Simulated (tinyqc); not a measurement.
Tension along [110]: repopulation and mass change: two-band k.p model of the Delta valleys near the X point under shear strain.

Valley pair on the [001] axis, kz counted from the X point, c = hbar^2/2m0, k0 = kx0 2 pi/a. H = (c kz^2/ml + c (kx^2 + ky^2)/mt + c k0^2/ml) 1 + (2 c k0 kz/ml) sigma_z + (D exy - 2 c kx ky/Mp) sigma_x, so E = c kz^2/ml + c (kx^2 + ky^2)/mt + c k0^2/ml -/+ sqrt((2 c k0 kz/ml)^2 + (D exy - 2 c kx ky/Mp)^2). Without strain the lower band has its minima, E = 0, at kz = +/- k0. Shifts from diagonal strain are left out.

For |eta| < 1: k_min = k0 sqrt(1 - eta^2), E_min = -Delta eta^2/2, ml(eta) = ml/(1 - eta^2), 1/m[110] = 1/mt + eta/Mp, 1/m[1-10] = 1/mt - eta/Mp. For |eta| > 1 the minimum sits at X: E_min = -Delta (2 |eta| - 1)/2, ml(eta) = ml/(1 - 1/|eta|), and eta is replaced by its sign in the transverse masses. Here Delta = 2 c k0^2/ml and eta = D exy/Delta.

s11 = (C11 + C12)/((C11 - C12)(C11 + 2 C12)), s12 = -C12/((C11 - C12)(C11 + 2 C12)), s44 = 1/C44; exx = s11 sxx + s12 (syy + szz) and cyclic, exy = s44 sxy/2; tension is positive. A uniaxial stress X along the unit vector n is s_ij = X n_i n_j.

Constants: hbar^2/2m0 = 3.80998211 eV angstrom^2; kB = 8.617333262e-05 eV/K.

Parameters, chosen for this exercise (near those of Si; shifted at random, so the results belong to these values and not to a real crystal):

| symbol | value | unit | meaning |
|---|---|---|---|
| a | 5.415 | angstrom | lattice constant |
| ml | 0.906 | m0 | longitudinal mass |
| mt | 0.203 | m0 | transverse mass |
| kx0 | 0.157 | 2 pi/a | distance of the minimum from X |
| D | 13.7 | eV | shear deformation potential |
| Mp | 0.229 | m0 | coupling mass |
| C11 | 163.5 | GPa |  |
| C12 | 63 | GPa |  |
| C44 | 79.9 | GPa |  |
| Xu | 9.2 | eV | uniaxial potential |
| T | 300 | K | temperature |

The z valleys move against the x and y valleys by Xu (ezz - exx) and, through the shear, by E_min. Share of the z valleys n = w/(w + 2 exp(dE/kT)), dE the total relative shift, w = sqrt(ml(eta) m[110] m[1-10]/(ml mt^2)). Along [110]: 1/m_c = n/m[110] + (1 - n)(1/ml + 1/mt)/2. Fixed masses means E_min = 0, w = 1, m[110] = mt. Gains are against 3/(1/ml + 2/mt) at a fixed scattering time.

Results:

| X (GPa) | Xu (ezz - exx) (meV) | E_min (meV) | m[110] | m_c fixed masses | m_c with shear | gain fixed (%) | gain with shear (%) |
|---|---|---|---|---|---|---|---|
| 0.00 | 0.0 | 0.0 | 0.2030 | 0.2738 | 0.2738 | 0.0 | 0.0 |
| 0.25 | -11.4 | -0.2 | 0.1963 | 0.2596 | 0.2545 | 5.5 | 7.6 |
| 0.50 | -22.9 | -0.8 | 0.1901 | 0.2462 | 0.2344 | 11.2 | 16.8 |
| 1.00 | -45.8 | -3.3 | 0.1787 | 0.2252 | 0.1996 | 21.6 | 37.2 |
| 1.50 | -68.7 | -7.4 | 0.1686 | 0.2132 | 0.1765 | 28.4 | 55.1 |
| 2.00 | -91.5 | -13.2 | 0.1596 | 0.2074 | 0.1622 | 32.0 | 68.9 |
| 3.00 | -137.3 | -29.6 | 0.1441 | 0.2038 | 0.1443 | 34.4 | 89.7 |

At 1 GPa repopulation alone gives 21.6 % and the shear terms raise it to 37.2 %. From 2 to 3 GPa the fixed-mass gain grows by 2.4 points, towards its ceiling of 34.9 % when all electrons sit in the z valleys, whereas the gain with shear grows by 20.8 points because m[110] keeps falling.

tinyqc: `OMP_NUM_THREADS=1 python tinyqc.py 1080145 1080146 out.jsonl`; about 0.01 s, one thread, shared Intel(R) Xeon(R) Processor @ 2.30GHz.
